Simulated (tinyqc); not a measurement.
## MOS capacitor on a p-type substrate, surface potential from the exact charge relation: effect of the density of interface traps on threshold and swing

Uniform p-type substrate, Boltzmann statistics, full ionisation, classical densities. psi is the surface potential against the body (positive when the bands bend down) and u = psi/Vt. Traps are spread evenly over the gap and neutral at flat band, so their charge is -q Dit psi; the minority quasi-Fermi level is shifted by Vb.

ni = sqrt(Nc Nv) exp(-Eg/(2 Vt)), Eg in volts; phiF = Vt ln(N/ni); Cox = eps0 eox/tox; Vfb = phiM - chi - (Eg - Vt ln(Nv/N)) - q Nf/Cox; VT = Vfb + [(2 phiF + Vb)(1 + q Dit/Cox) + sqrt(2 eps0 eps_r q N (2 phiF + Vb))/Cox]. gamma = sqrt(2 eps0 eps_r q N)/Cox; Wm = sqrt(2 eps0 eps_r (2 phiF + Vb)/(q N)); m = 1 + (eps0 eps_r/Wm + q Dit)/Cox; swing m Vt ln 10; Cmin/Cox = 1/(1 + Cox Wm/(eps0 eps_r)).

Parameters, values chosen for the exercise; band and dielectric values close to those of gallium nitride:
```
symbol    value   unit                                                                 meaning
T           450      K                                                             temperature
Eg         3.36     eV                                                                band gap
eps_r      9.54                                                          relative permittivity
Nc      4.28e18  cm^-3                                  conduction-band density of states at T
Nv      8.52e19  cm^-3                                     valence-band density of states at T
chi        4.09     eV                                                       electron affinity
N        1.2e18  cm^-3                                       acceptor density of the substrate
eox         3.9         relative permittivity of the gate insulator (close to silicon dioxide)
tox         3.3     nm                                                     insulator thickness
phiM       4.44     eV                                                      gate work function
Nf            0  cm^-2                            fixed charge at the interface, in units of q
Vb            0      V                    reverse bias of the inversion layer against the body
```

Constants: q = 1.602176634e-19 C, kB = 1.380649e-23 J/K, Vt = kB T/q, eps0 = 8.8541878128e-14 F/cm where lengths are in cm. Results are converted to the units shown.

The same in every row: Vfb (V) = -2.845; 2 phiF (V) = 3.145; gamma (V^0.5) = 0.5446; Wm (nm) = 52.57; Cmin/Cox = 0.1331.

Effect of the density of interface traps on threshold and swing:
```
Dit (cm^-2 eV^-1)	VT (V)	m	swing (mV/decade)
0	1.267	1.154	103.0
1e10	1.271	1.155	103.1
3e10	1.281	1.158	103.4
1e11	1.315	1.169	104.4
3e11	1.411	1.199	107.1
1e12	1.748	1.307	116.7
3e12	2.711	1.613	144.0
1e13	6.083	2.685	239.7
```

Read the table: what changes, and by how much?

As Dit goes from 0 to 1e13, VT rises from 1.27 to 6.08 V, the swing rises from 103 to 240 mV/decade and Cmin/Cox stays at 0.133. Vfb does not move.

Computed by the program tinyqc: `OMP_NUM_THREADS=1 python tinyqc.py 2060053 2060054 out.jsonl`, one thread of a shared Intel Xeon 2.30GHz, about 0.01 s for the whole run.
